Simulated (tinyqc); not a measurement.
Surface photovoltage measurement of the minority-carrier diffusion length in a wafer: one step, computed by the program tinyqc.

Low injection, steady light, a depletion layer much thinner than 1/alpha and L. The excess density dn is taken at the front edge of the neutral region; light that reaches the back is lost.

Problem. The linear plot. alpha = (84.732/lambda - 76.417)^2 per cm with lambda in micrometre (an empirical fit for silicon between 0.7 and 1.05 micrometre). Thick wafer: dn = Phi L/((S_f + D/L)(L + 1/alpha)). Finite wafer, with s = S_b L/D, w = W/L, a = alpha L: dn = [Phi a/(a^2 - 1)] [a - B - exp(-alpha W)(a - s)/(cosh w + s sinh w)]/(S_f + B D/L), B = (sinh w + s cosh w)/(cosh w + s sinh w). Readings y = (Phi/dn) (1 + noise x g) at 780, 830, 880, 920, 950, 975 and 995 nm; a least-squares line y = c (1/alpha + L_app) gives L_app = intercept/slope.

Inputs (values chosen for the exercise, modelled on p-type silicon at room temperature):

| quantity | value | unit |
|---|---|---|
| diffusion length L | 340 | micrometre |
| wafer thickness W | 775 | micrometre |
| diffusivity D | 25.6 | cm^2/s |
| front recombination velocity S_f | 900 | cm/s |
| back recombination velocity S_b | 910000 | cm/s |
| photon flux entering | 4.2e+11 | 1/(cm^2 s) |
| relative noise of each reading | 0.5 | % |

normal deviates g for the noise: 1.01  0.12  0.74  -1.58  1.54  -0.18  0.49

Give: the table «Readings» with the columns 1/alpha (micrometre), y (cm/s), line (cm/s), for lambda (nm) = 780, 830, 880, 920, 950, 975, 995; slope; apparent length L_app; error of L_app (rounded to 0.001).

Solution.

Readings:

| lambda (nm) | 1/alpha (micrometre) | y (cm/s) | line (cm/s) |
|---|---|---|---|
| 780 | 9.6 | 1726 | 1718 |
| 830 | 15.2 | 1746 | 1747 |
| 880 | 25.3 | 1803 | 1799 |
| 920 | 40.7 | 1859 | 1878 |
| 950 | 61.3 | 1994 | 1984 |
| 975 | 90.9 | 2130 | 2137 |
| 995 | 130.9 | 2347 | 2342 |

slope = 5.148 cm/(s micrometre)

apparent length L_app = 324.1 micrometre

error of L_app (rounded to 0.001) = -4.681 %

Without noise the error would be -4.7 %, from the finite thickness at W/L = 2.3. S_f scales all readings alike and leaves L_app unchanged.
